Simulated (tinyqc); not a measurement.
X-ray reflectivity of a thin film on silicon: critical angles, Parratt recursion, fringes and roughness: one step, computed by the program tinyqc. Command: `OMP_NUM_THREADS=1 python tinyqc.py 3120411 3120412 out.jsonl xrr walk`. One thread of a shared host (Intel(R) Xeon(R) Processor @ 2.30GHz), about 0.01 s of CPU time with the checks.

n = 1 - delta + i beta; the classical electron radius is r_e = 2.8179403e-6 nm. Layer 0 is vacuum, 1 the film, 2 the substrate.

Task: Optical constants. delta = r_e lambda^2 rho_e/(2 pi), rho_e = density x electrons per mass x N_A; critical angle sqrt(2 delta), q_c = 4 sqrt(pi r_e rho_e).

Inputs (values chosen for the exercise, modelled on TaN on silicon, copper K-alpha radiation):

| quantity | value | unit |
|---|---|---|
| wavelength lambda | 0.15406 | nm |
| film density rho | 14.5 | g/cm^3 |
| effective electrons per unit mass, film | 0.412 | mol/g |
| beta/delta, film | 0.075 | - |
| substrate density | 2.33 | g/cm^3 |
| effective electrons per unit mass, substrate | 0.507 | mol/g |
| beta/delta, substrate | 0.023 | - |

Constants: N_A = 6.02214076e+23 1/mol.

Give: the table «Constants» with the columns rho_e (1/nm^3), delta, beta, critical angle (degrees), q_c (1/nm), for layer = film, substrate.

Result:

Constants:

| layer | rho_e (1/nm^3) | delta | beta | critical angle (degrees) | q_c (1/nm) |
|---|---|---|---|---|---|
| film | 3597.6 | 3.8296e-05 | 2.8722e-06 | 0.50143 | 0.71385 |
| substrate | 711.4 | 7.5726e-06 | 1.7417e-07 | 0.22298 | 0.31744 |
